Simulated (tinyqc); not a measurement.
Inside a calculation. Model: implant damage, amorphisation by cascade overlap, and solid-phase epitaxial regrowth. Computed by tinyqc, a small Python program that keeps every step. Command: `OMP_NUM_THREADS=1 python tinyqc.py 3112277 3112278 out.jsonl sper walk`. One thread of a shared host (Intel(R) Xeon(R) Processor @ 2.30GHz), about 0.01 s of CPU time with the checks. Intermediate numbers are printed to about 7 digits and carried at full precision; extremes and crossings named in words are read from the listed rows.

Range and width of the damage are inputs. Dynamic annealing enters only through the surviving share f.

Inputs (values chosen for the exercise, modelled on indium ions in silicon):
```
quantity                            value    unit
atomic density N                     49.9  1/nm^3
ion Z1                                 49       -
ion mass M1                         114.8       u
target Z2                              14       -
target mass M2                      28.09       u
ion energy E                          180     keV
displacement energy E_d                15      eV
depth of the damage peak R_d           78      nm
width of the damage profile s_d        44      nm
share of defects that survive f      0.81       -
critical displaced share x_c        0.091       -
dose Q                            8.2e+14  1/cm^2
overlaps needed n                       2       -
area amorphised by one track A_i      2.6    nm^2
regrowth prefactor v0             3.5e+15    nm/s
regrowth energy E_a                  2.69      eV
anneal temperature                    656       C
rate relative to (100)               0.04       -
peak enhancement by the dopant        4.4       -
ramp rate                             4.4     K/s
```

Constants: a_0 = 0.529177210903 angstrom; e^2/(4 pi eps_0) = 14.39964548 eV angstrom; k_B = 8.617333262e-05 eV/K.

## Damage energy and displacements per ion

Robinson partition: eps = E a M2/(Z1 Z2 (e^2/(4 pi eps_0)) (M1 + M2)), a = 0.8853 a_0/sqrt(Z1^(2/3) + Z2^(2/3)); k = 0.0793 Z1^(2/3) Z2^(1/2) (M1 + M2)^(3/2)/((Z1^(2/3) + Z2^(2/3))^(3/4) M1^(3/2) M2^(1/2)); damage energy T_d = E/(1 + k (eps + 0.40244 eps^(3/4) + 3.4008 eps^(1/6))); displacements nu = 0.8 T_d/(2 E_d).

reduced energy eps = 0.3829970

k = 0.1134970

damage energy T_d = 129.0663 keV

T_d/E = 0.7170349

displacements per ion nu = 3441.767

28 % of the energy goes to electrons.

## The amorphous layer

Displaced share x(z) = f nu Q exp(-(z - R_d)^2/(2 s_d^2))/(sqrt(2 pi) s_d N); the layer is amorphous where x > x_c, between R_d -/+ s_d sqrt(2 ln(x_max/x_c)), the upper edge being cut at the surface. Threshold dose Q_c = Q x_c/x_max.

peak displaced share x_max = 4.153720

threshold dose Q_c = 1.796462e+13 1/cm^2

upper edge = 0 nm

lower edge = 199.6327 nm

The layer reaches the surface. Caution: x above 1 counts atoms displaced more than once.

## Damage left below the interface

Displaced atoms per area beyond the lower edge z2: f nu Q (1/2) erfc((z2 - R_d)/(sqrt2 s_d)); they are not removed by regrowth.

share of the damage beyond z2 = 0.002851549

displaced atoms beyond z2 = 6.518702e+15 1/cm^2

## Layer against dose

The formulas are those given above.

Dose series; the last column is f nu Q erfc((z2 - R_d)/(sqrt2 s_d))/2:
```
Q (1/cm^2)     x_max  upper edge (nm)  lower edge (nm)  displaced atoms beyond z2 (1/cm^2)
1.98e+13    0.100297         58.59229          97.4077                        1.819228e+16
2.69e+13    0.136262         38.46253         117.5375                        1.383153e+16
4.49e+13    0.227442         18.44430         137.5557                        1.100799e+16
7.19e+13    0.364210          4.71993         151.2801                        9.603504e+15
1.26e+14    0.638255          0.00000         164.8457                        8.502108e+15
2.16e+14    1.094151          0.00000         176.1284                        7.748389e+15
4.49e+14    2.274415          0.00000         189.6355                        6.994222e+15
8.98e+14    4.548830          0.00000         201.0705                        6.455245e+15
```

A dose 45 times larger moves the lower edge from 97.4 to 201 nm, as the root of a logarithm, and the damage beyond it falls by a factor 2.8, since the edge lies on an ever steeper tail. The layer reaches the surface at Q_c exp(R_d^2/(2 s_d^2)) = 8.65e13 per cm^2.

## Overlap model

Gibbons model: a point turns amorphous after n + 1 hits; with y = A_i Q the amorphous share is 1 - exp(-y) sum_(k=0..n) y^k/k!. Doses are set by y.

Amorphous share:
```
y      Q (1/cm^2)  direct impact (n = 0)       given n
0.1  3.846154e+12              0.0951626  1.546531e-04
0.3  1.153846e+13              0.2591818  3.599493e-03
0.6  2.307692e+13              0.4511884  2.311529e-02
1.0  3.846154e+13              0.6321206  8.030140e-02
2.0  7.692308e+13              0.8646647  3.233236e-01
3.0  1.153846e+14              0.9502129  5.768099e-01
5.0  1.923077e+14              0.9932621  8.753480e-01
8.0  3.076923e+14              0.9996645  9.862460e-01
```

At small y the share grows as y^3; between the first rows the exponent is 2.86.

## Isothermal regrowth

v = v0 x orientation factor x exp(-E_a/(k_B T)) x [1 + (enhancement - 1) exp(-(z - R_d)^2/(2 s_d^2))], T = anneal temperature + 273.15 K; the dopant is taken to follow the damage profile; the lower front moves from the lower edge z2 to the surface, or to the middle (z1 + z2)/2 of a buried layer with upper edge z1; time = int dz/v; the equivalent undoped distance is that time times the undoped velocity.

undoped velocity = 0.3592274 nm/s

distance to regrow = 199.6327 nm

time without enhancement = 555.7280 s

equivalent undoped distance = 86.94008 nm

time with enhancement = 242.0196 s

The rate doubles for each 19 K or so near this temperature. Caution: regrowth on (111) is not only slow but leaves twins, which a single velocity does not describe.

## Regrowth during a ramp

On a linear ramp from 200 C regrowth ends at the T_f where int v_undoped dT/(ramp rate) equals the equivalent undoped distance.

temperature at which regrowth ends = 763.8348 C

Checks made by the program: tail against quadrature of x(z) N (relative difference below 1e-10).
